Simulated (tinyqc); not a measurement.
Thermal and gravitational stress in a wafer during furnace and rapid thermal processing, and the onset of slip: one step, computed by the program tinyqc.

A thin free disc in plane stress, isotropic; T(r) = T_centre + dT (r/R)^n with n = 2. Stress is positive in tension; sigma_SB = 5.670374419e-8 W/(m^2 K^4), g = 9.80665 m/s^2.

Task: Ramp rate in a batch furnace. Critical resolved stress tau_c = A exp(U/(k_B T)), a form chosen for the exercise; slip when 0.492799 |s_tt(R)| > tau_c; allowed |dT| = tau_c (n + 2)/(0.492799 n alpha E). In a stack heated from the rim, heat flows inward by conduction and by radiation between wafers: k_eff = k + (16/3) sigma_SB T^3 s^2/t (a diffusion estimate with the spacing as path length). A steady ramp gives the parabolic lag dT = rho c (ramp) R^2/(4 k_eff); the allowed ramp uses n = 2.

Inputs (values chosen for the exercise, modelled on silicon):

| quantity | value | unit |
|---|---|---|
| wafer radius R | 150 | mm |
| thickness t | 775 | micrometre |
| Young's modulus E | 142 | GPa |
| expansion alpha | 4.41 | 1e-6/K |
| temperature T | 1225 | K |
| prefactor A of the critical stress | 0.00026 | MPa |
| energy U of the critical stress | 1.11 | eV |
| density rho | 2330 | kg/m^3 |
| heat capacity c | 971 | J/(kg K) |
| conductivity k | 28.9 | W/(m K) |
| wafer spacing s | 12 | mm |
| ramp rate | 24 | K/min |

Constants: k_B = 8.617333262e-05 eV/K.

Give: k_eff; lag of the centre; allowed ramp rate.

Result:

k_eff = 132.2 W/(m K)

lag of the centre = 38.51 K

allowed ramp rate = 38.72 K/min

Radiation carries 78 % of the inward flow. The ramp is 0.62 of the allowed one.
